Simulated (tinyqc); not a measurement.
Growth of a silicide layer between metal and silicon: linear-parabolic kinetics, ramp anneals and Kissinger analysis. From one set of inputs to another, one input at a time. Computed by tinyqc, a small Python program. Command: `OMP_NUM_THREADS=1 python tinyqc.py 3012384 3012385 out.jsonl silicide ladder`. One thread of a shared host (Intel(R) Xeon(R) Processor @ 2.30GHz), about 0.2 s of CPU time with the checks.

One compound layer of thickness x grows by diffusion through itself and reaction at an interface, dx/dt = 1/(2x/K + 1/v), until the metal is used up at x = a h.

The inputs printed are set A. Set A is modelled on CoSi2; the values taken over come from a set modelled on Ni2Si. Inputs not listed in the table keep their values of set A, so the rows need not describe a real material.

Inputs (values chosen for the exercise, modelled on CoSi2):
```
quantity                                 value    unit
metal thickness h                           13      nm
silicide formed per metal thickness a     3.52       -
prefactor of the parabolic constant K  3.3e+13  nm^2/s
activation energy E of K                  2.26      eV
prefactor of the interface velocity v  4.7e+14    nm/s
activation energy E_v                     2.49      eV
temperature T                              650       C
time t                                     570       s
ramp rate beta                             0.3     C/s
```

Constants: k_B = 8.617333262e-05 eV/K.

Method:
- The silicide ends at the thickness a h.
- K = K0 exp(-E/(k_B T)), v = v0 exp(-E_v/(k_B T)).
- Temperatures in kelvin are T(C) + 273.15.
- x^2/K + x/v = t, so x = (K/(2v)) [sqrt(1 + 4 v^2 t/K) - 1], capped at a h; completion time t_c = (a h)^2/K + a h/v, a h being the final thickness; crossover thickness K/v.
- Ramp from x = 0 at 100 C at the rate beta: dx/dT = (1/beta)/(2x/K + 1/v), integrated adaptively (tolerance 1e-9) until x = a h at T_f.

Each row keeps all changes above it:
```
input moved                                                                                from             to  completion temperature T_f (C)  thickness at time t (nm)  crossover thickness (nm)
set A                                                                                         -              -                           660.5                      45.8                 1.265e+00
ramp rate beta (C/s)                                                                        0.3            0.5                           676.6                      45.8                 1.265e+00
time t (s)                                                                                  570             37                           676.6                      23.1                 1.265e+00
prefactor of the interface velocity v (nm/s) and activation energy E_v (eV)       4.7e+14, 2.49  6.4e+15, 1.71                           675.6                      23.7                 5.125e-06
prefactor of the parabolic constant K (nm^2/s) and activation energy E of K (eV)  3.3e+13, 2.26  9.9e+14, 1.55                           318.7                      45.8                 1.156e+00
metal thickness h (nm)                                                                       13             51                           371.6                     179.5                 1.156e+00
```

Where does the difference come from?

Completion temperature T_f goes from 661 to 372, a factor 0.563 in all. The largest single move comes from prefactor of the parabolic constant K with activation energy E of K (a factor 0.472), and metal thickness h works against it (a factor 1.17). Thickness at time t goes from 45.8 to 180, a factor 3.92 in all. The largest single move comes from metal thickness h (a factor 3.92), and time t works against it (a factor 0.504). Crossover thickness goes from 1.26 to 1.16, a factor 0.914 in all. The largest single move comes from prefactor of the interface velocity v with activation energy E_v (a factor 4.05e-6), and prefactor of the parabolic constant K with activation energy E of K works against it (a factor 226000). The single moves hold for this order of the switches; the total does not depend on the order.

Caution (all rows): a disilicide really forms through metal-rich phases and by nucleation, not as one layer from the metal.

Extremes, crossings and ranges named in words are read from the listed rows.
